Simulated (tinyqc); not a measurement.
Inside a calculation. Method: coupled-perturbed Hartree-Fock on RHF in the 6-31g basis, for H2, spin multiplicity 1. The polarisability along this axis is zero because the basis has no function that the field can mix in; the real value is not. Computed by tinyqc, a small Python program that keeps every step (integrals from PySCF). Settings: charge = 0, multiplicity = 1, basis = 6-31g, method = RHF, energy threshold = 1e-10, iteration cap = 72, orthogonalisation = canonical, start = atomic densities, DIIS depth = 6. Command: `OMP_NUM_THREADS=1 python tinyqc.py 23042 23043 out.jsonl` (the two numbers bound the seeds that draw the settings). One thread of a shared host (Intel(R) Xeon(R) Processor @ 2.60GHz), about 0.1 s of CPU time with the checks. The early iterations of the SCF are left out here.

## One-electron integrals

Geometry (angstrom):
```
atom         x         y         z
H     0.000000  0.000000  0.000000
H     0.000000  0.000000  0.730000
```

Basis 6-31g: exponents (1/bohr^2) and contraction coefficients of normalised primitives:
```
element  l (shell)   exponent  coefficient
H            s (1)  18.731137     0.033495
H            s (1)   2.825394     0.234727
H            s (1)   0.640122     0.813757
H            s (2)   0.161278     1.000000
```

Overlap, kinetic and nuclear-attraction integrals over the contracted functions; the nuclear repulsion is the sum of Za Zb / Rab.

nuclear repulsion = 0.72490029 hartree

overlap S, lower triangle:
```
          1H 1s     1H 2s     2H 1s     2H 2s
1H 1s  1.000000
1H 2s  0.658292  1.000000
2H 1s  0.464307  0.512585  1.000000
2H 2s  0.512585  0.857737  0.658292  1.000000
```

kinetic energy T (hartree), lower triangle:
```
          1H 1s     1H 2s     2H 1s     2H 2s
1H 1s  1.395678
1H 2s  0.259735  0.241917
2H 1s  0.244153  0.168280  1.395678
2H 2s  0.168280  0.186273  0.259735  0.241917
```

nuclear attraction V (hartree), lower triangle:
```
           1H 1s      1H 2s      2H 1s      2H 2s
1H 1s  -2.364980
1H 2s  -1.185274  -1.171578
2H 1s  -1.068658  -0.955214  -2.364980
2H 2s  -0.955214  -1.045626  -1.185274  -1.171578
```

core Hamiltonian H = T + V (hartree), lower triangle:
```
           1H 1s      1H 2s      2H 1s      2H 2s
1H 1s  -0.969302
1H 2s  -0.925539  -0.929661
2H 1s  -0.824505  -0.786934  -0.969302
2H 2s  -0.786934  -0.859354  -0.925539  -0.929661
```

## Two-electron integrals

Functions are numbered as in S; the eight-fold symmetry (ij|kl) = (ji|kl) = (kl|ij) leaves the list below.

Two-electron integrals (ij|kl) in chemists' order, unique and non-zero (hartree):
```
(11|11) 1.076566   (21|11) 0.578470   (21|21) 0.329423   (22|11) 0.587396
(22|21) 0.361304   (22|22) 0.453150   (31|11) 0.417833   (31|21) 0.237396
(31|22) 0.258321   (31|31) 0.208684   (32|11) 0.351045   (32|21) 0.212380
(32|22) 0.255087   (32|31) 0.193343   (32|32) 0.198797   (33|11) 0.668643
(33|21) 0.410875   (33|22) 0.500076   (33|31) 0.417833   (33|32) 0.443990
(33|33) 1.076566   (41|11) 0.443990   (41|21) 0.253684   (41|22) 0.279703
(41|31) 0.193343   (41|32) 0.176302   (41|33) 0.351045   (41|41) 0.198797
(42|11) 0.482919   (42|21) 0.298608   (42|22) 0.378968   (42|31) 0.230782
(42|32) 0.237402   (42|33) 0.482919   (42|41) 0.237402   (42|42) 0.333389
(43|11) 0.410875   (43|21) 0.252896   (43|22) 0.313520   (43|31) 0.237396
(43|32) 0.253684   (43|33) 0.578470   (43|41) 0.212380   (43|42) 0.298608
(43|43) 0.329423   (44|11) 0.500076   (44|21) 0.313520   (44|22) 0.410765
(44|31) 0.258321   (44|32) 0.279703   (44|33) 0.587396   (44|41) 0.255087
(44|42) 0.378968   (44|43) 0.361304   (44|44) 0.453150
```

## Orthogonalisation

S = U s U^T; canonical form X = U s^(-1/2), so that X^T S X = 1. Each column of U has its largest component positive (the first on a tie).

eigenvalues of S: 0.094177  0.473735  0.583779  2.848309

X:
```
               1          2          3         4
1H 1s  -0.722099   0.784319   0.878846  0.270609
1H 2s   2.188082  -0.663541   0.290032  0.319865
2H 1s   0.722099   0.784319  -0.878846  0.270609
2H 2s  -2.188082  -0.663541  -0.290032  0.319865
```

## Iteration 5 (converged): orbitals

converged F (hartree), lower triangle:
```
           1H 1s      1H 2s      2H 1s      2H 2s
1H 1s  -0.043950
1H 2s  -0.510043  -0.338793
2H 1s  -0.565098  -0.518003  -0.043950
2H 2s  -0.518003  -0.374983  -0.510043  -0.338793
```

Diagonalise F' = X^T F X, C = X C', fill 1 alpha and 1 beta electrons from the bottom; D = 2 C_occ C_occ^T. Each column has its largest component positive (the first on a tie).

F' = X^T F X (hartree), lower triangle:
```
           1          2         3          4
1   0.839709
2   0.000000   0.762243
3  -0.588245   0.000000  0.819243
4   0.000000  -0.102178  0.000000  -0.591201
```

orbital energies (hartree): MO1 -0.598872, MO2 0.241142, MO3 0.769914, MO4 1.417810

coefficients C:
```
            MO1        MO2        MO3        MO4
1H 1s  0.328562   0.120678   0.761861  -1.131032
1H 2s  0.269296   1.740552  -0.685623   1.357312
2H 1s  0.328562  -0.120678   0.761861   1.131032
2H 2s  0.269296  -1.740552  -0.685623  -1.357312
```

D after iteration 5, lower triangle:
```
          1H 1s     1H 2s     2H 1s     2H 2s
1H 1s  0.215907
1H 2s  0.176961  0.145041
2H 1s  0.215907  0.176961  0.215907
2H 2s  0.176961  0.145041  0.176961  0.145041
```

## Convergence

Stop when the energy changes by less than 1e-10 hartree and every element of the error matrix X^T (F D S - S D F) X is below 3e-06.

Course of the cycle:
```
iteration  E (hartree)     change  largest element of the error matrix
1          -0.81023558          -                             1.40e-01
2          -1.12612336  -3.16e-01                             4.06e-02
3          -1.12682574  -7.02e-04                             2.21e-03
4          -1.12682783  -2.09e-06                             2.04e-06
5          -1.12682783  -1.39e-12                             9.64e-07
```

PySCF RHF in the same basis = -1.12682783 hartree

Converged in 5 iterations.

## Integrals over molecular orbitals

(pq|rs) = sum C_ip C_jq C_kr C_ls (ij|kl), one index at a time.

one-electron integrals over orbitals h = C^T H C (hartree), lower triangle:
```
           1          2          3         4
1  -1.252856
2   0.000000  -0.546670
3  -0.168561   0.000000  -0.186285
4   0.000000   0.207643   0.000000  0.221617
```

Two-electron integrals over orbitals (pq|rs), unique and non-zero (hartree):
```
(11|11) 0.653985    (21|21) 0.078903    (22|11) 0.433357    (22|22) 0.385268
(31|11) 0.168561    (31|22) 0.049260    (31|31) 0.109883    (32|21) -0.020222
(32|32) 0.036222    (33|11) 0.533041    (33|22) 0.380612    (33|31) 0.119781
(33|33) 0.463283    (41|21) -0.079121   (41|32) -0.020568   (41|41) 0.138760
(42|11) -0.143382   (42|22) -0.054071   (42|31) -0.072760   (42|33) -0.097438
(42|42) 0.066788    (43|21) -0.081676   (43|32) -0.001575   (43|41) 0.122701
(43|43) 0.125509    (44|11) 0.667476    (44|22) 0.442058    (44|31) 0.202770
(44|33) 0.553033    (44|42) -0.167636   (44|44) 0.745408
```

## Response to a field: uncoupled start

dipole integrals <a|y|i> (bohr):
```
          i1
a2  0.000000
a3  0.000000
a4  0.000000
```

Field along y; U_ai = -mu_ai / (e_a - e_i), alpha = -4 sum U_ai mu_ai.

uncoupled U:
```
          i1
a2  0.000000
a3  0.000000
a4  0.000000
```

uncoupled polarisability = 0.000000 bohr^3

## Coupled step 1

U_ai = -(mu_ai + sum_bj [4 (ai|bj) - (ab|ij) - (aj|bi)] U_bj) / (e_a - e_i); alpha = -4 sum U_ai mu_ai.

U after step 1:
```
          i1
a2  0.000000
a3  0.000000
a4  0.000000
```

polarisability = 0.000000 bohr^3

## Coupled polarisability

Repeat until U stops changing; compare with -d2E/dF2.

Course of the coupled iterations:
```
step  alpha (bohr^3)
0           0.000000
1           0.000000
```

coupled polarisability = 0.000000 bohr^3

finite-field check, fields of +/-0.001 au = 7.99e-07 bohr^3
